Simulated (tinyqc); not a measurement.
# Implanted layer, carriers, mobility and sheet resistance with incomplete ionisation: effect of the temperature

A p-type layer from the surface x = 0 to the junction xj, N(x) = N0 exp(-(x - Rp)^2/(2 sg^2)). Local neutrality (no depletion at surface or junction, no spilling of carriers), intrinsic carriers neglected, Boltzmann statistics.

NB is given at 300 K and scales as (T/300 K)^1.5. xj = Rp + sg sqrt(2 ln(N0/Nb)). Active dopant A = min(N, Ns); p solves p (p + Nb)/(A - Nb - p) = K, K = (NB/gd) exp(-E/Vt), E = max(Ei - ks A^(1/3), 0), so p = 2 K (A - Nb)/[Nb + K + sqrt((Nb + K)^2 + 4 K (A - Nb))]; mobility mu = m1 + (m2 (T/300 K)^(-bt) - m1)/(1 + ((A + Nb)/Nr)^am). Dose = integral of N, carrier sheet density = integral of p, 1/Rs = q integral of p mu, mean mobility 1/(q Rs sheet density), Hall mobility (unit Hall factor) = integral of p mu^2 over integral of p mu, Hall sheet density = (integral of p mu)^2/integral of p mu^2; all from 0 to xj. Integrals on 4000 steps.

Inputs (values chosen for the exercise); values close to those of magnesium in GaN over an n-type background:
```
symbol    value        unit                                                      meaning
Nb       1.8e14       cm^-3                       background doping of the opposite type
N0       1.4e18       cm^-3                                  peak chemical concentration
m1         3.12  cm^2/(V s)                                mobility limit at high doping
m2          171  cm^2/(V s)                       mobility limit at low doping, at 300 K
Nr       3.1e17       cm^-3                         reference doping of the mobility law
am        0.603                                             exponent of the mobility law
bt          2.5                                               temperature exponent of m2
Ns      5.07e19       cm^-3                            solubility limit of active dopant
NB      4.63e19       cm^-3  valence-band density of states at the reference temperature
Ei        0.172          eV                        ionisation energy in the dilute limit
gd            4                                           degeneracy factor of the level
ks            0       eV cm                                   lowering of Ei per N^(1/3)
sg           23          nm                                     straggle after annealing
Rp           26          nm                                              projected range
```

Constants: q = 1.602176634e-19 C, kB = 1.380649e-23 J/K, Vt = kB T/q. Results are converted to the units shown.

The same in every row: xj (nm) = 123.4; dose (cm^-2) = 7.029e12.

Effect of the temperature:

| T (K) | carriers (cm^-2) | Rs (ohm/square) | mean mobility (cm^2/(V s)) | Rs xj (ohm nm) | Hall/true sheet density |
|---|---|---|---|---|---|
| 150 | 1.876e10 | 9.252e5 | 359.6 | 1.141e8 | 0.8986 |
| 200 | 1.267e11 | 2.766e5 | 178.1 | 3.412e7 | 0.8931 |
| 250 | 3.976e11 | 1.539e5 | 102.0 | 1.899e7 | 0.9007 |
| 300 | 8.486e11 | 1.139e5 | 64.59 | 1.405e7 | 0.9116 |
| 350 | 1.441e12 | 9.842e4 | 44.00 | 1.214e7 | 0.9230 |
| 400 | 2.111e12 | 9.323e4 | 31.71 | 1.150e7 | 0.9335 |
| 450 | 2.795e12 | 9.344e4 | 23.90 | 1.153e7 | 0.9428 |
| 500 | 3.443e12 | 9.700e4 | 18.69 | 1.197e7 | 0.9509 |
| 550 | 4.025e12 | 1.029e5 | 15.07 | 1.269e7 | 0.9579 |

As T goes from 150 to 550, xj stays at 123 nm, Rs goes from 9.25e5 through a minimum of 93200 (at T = 400 among the rows listed) to 1.03e5 ohm/square, the mean mobility falls from 360 to 15.1 cm^2/(V s) and the share of the dose that conducts rises from 0.267 to 57.3 %. Ionisation gains at low temperature and the mobility loss wins at high temperature, which gives the minimum of Rs.

Computed by the program tinyqc: `OMP_NUM_THREADS=1 python tinyqc.py 2110117 2110118 out.jsonl`, one thread of a shared Intel Xeon 2.30GHz, about 0.01 s for the whole run.
